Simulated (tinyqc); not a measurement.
## Gate voltage for a given inversion charge

Inverse problem. p-type body, charge-sheet picture, depletion and inversion only, full ionisation (an idealisation for deep acceptors), Boltzmann statistics (rough once Na exp(x - xn) passes about Nc/7). In units of Vt: xg = (Vg - Vfb)/Vt, x = psi/Vt, G = gamma/sqrt(Vt), xn = (2 phiF + Vc)/Vt. The implicit equation is (xg - x)^2 = G^2 [x - 1 + exp(x - xn)] for x above about 3. Cox = eps0 eox/tox. ni = sqrt(Nc Nv) exp(-Eg/(2 Vt)), Eg in volts; phiF = Vt ln(Na/ni); gamma = sqrt(2 q eps0 eps_r Na)/Cox. N_inv = (Cox Vt G/q) [sqrt(x - 1 + exp(x - xn)) - sqrt(x - 1)]. Find x - xn, psi and Vg.

Values chosen for this exercise; band and dielectric values those of a made-up semiconductor:
- T = 300 K (temperature)
- Eg = 1.43 eV (band gap)
- eps_r = 13 (relative permittivity)
- Nc = 3.14e19 cm^-3 (conduction-band density of states at T)
- Nv = 2.36e19 cm^-3 (valence-band density of states at T)
- eox = 3.9 (relative permittivity of the gate insulator (close to silicon dioxide))
- tox = 23 nm (insulator thickness)
- Na = 6.4e17 cm^-3 (acceptor density)
- Vfb = -0.91 V (flat-band voltage)
- Vc = 0.5 V (channel-body voltage)

Constants: q = 1.602176634e-19 C, kB = 1.380649e-23 J/K, Vt = kB T/q, eps0 = 8.8541878128e-14 F/cm where lengths are in cm. Results are converted to the units shown.

N_inv = 2.7e10 cm^-2

Answer. N_inv rises steadily with x, so it fixes x; the implicit equation then gives xg directly.

x - xn = -0.102
psi = 1.73 V
Vg = 5.08 V

Program tinyqc, `OMP_NUM_THREADS=1 python tinyqc.py 2122146 2122147 out.jsonl`; Intel Xeon 2.30GHz, shared host, one thread, about 0.01 s.
